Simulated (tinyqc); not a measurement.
Configuration-coordinate model of a defect: Huang-Rhys factor and luminescence line shape: one step, computed by the program tinyqc. Command: `OMP_NUM_THREADS=1 python tinyqc.py 3005084 3005085 out.jsonl ccline walk`. One thread of a shared host (Intel(R) Xeon(R) Processor @ 2.30GHz), about 0.01 s of CPU time with the checks.

Ground state E_g(Q) = (1/2) omega_g^2 Q^2; excited state E_e(Q) = E_0 + (1/2) omega_e^2 (Q - dQ)^2 with E_0 = E_ZPL - (hbar omega_e - hbar omega_g)/2. Q is mass-weighted; the dipole does not depend on Q (Condon approximation).

Question. Crossing, radiative lifetime and thermal quenching. The curves cross at the root Q_c nearest dQ; the barrier is (1/2) omega_e^2 (Q_c - dQ)^2, with (1/2) omega^2 = (hbar omega)^2/(2 hbar^2/u). k_r = n_r omega^3 mu^2/(3 pi eps_0 hbar c^3) at the vertical emission energy, without local-field correction; k_nr = nu_0 exp(-barrier/k_B T) (Mott-Seitz); yield = k_r/(k_r + k_nr); T_1/2 = barrier/(k_B ln(nu_0/k_r)).

Inputs (values chosen for the exercise, for a model defect): zero-phonon energy E_ZPL = 1.2 eV; displacement dQ = 0.812 u^(1/2) angstrom; ground-state phonon hbar omega_g = 35.4 meV; excited-state phonon hbar omega_e = 30.4 meV; temperature T = 20 K; refractive index n_r = 3.13; transition dipole mu = 0.5 e angstrom; quenching prefactor nu_0 = 1e+11 1/s.

Modes: different frequencies.

vertical emission energy = 1.103668 eV

Constants: hbar^2/u = 4.18015928e-03 eV angstrom^2; hbar = 6.582119569e-16 eV s; e = 1.602176634e-19 C; eps_0 = 8.8541878128e-12 F/m; hbar = 1.054571817e-34 J s; c = 299792458 m/s; k_B = 8.617333262e-05 eV/K.

Give: Q_c; classical barrier; radiative lifetime; luminescence yield; quenching temperature T_1/2.

Answer.

Q_c = 3.852 u^(1/2) angstrom

classical barrier = 1.022 eV

radiative lifetime = 250.4 ns

luminescence yield = 1

quenching temperature T_1/2 = 1170 K

The barrier is so high that this route does not halve the yield below 1000 K.
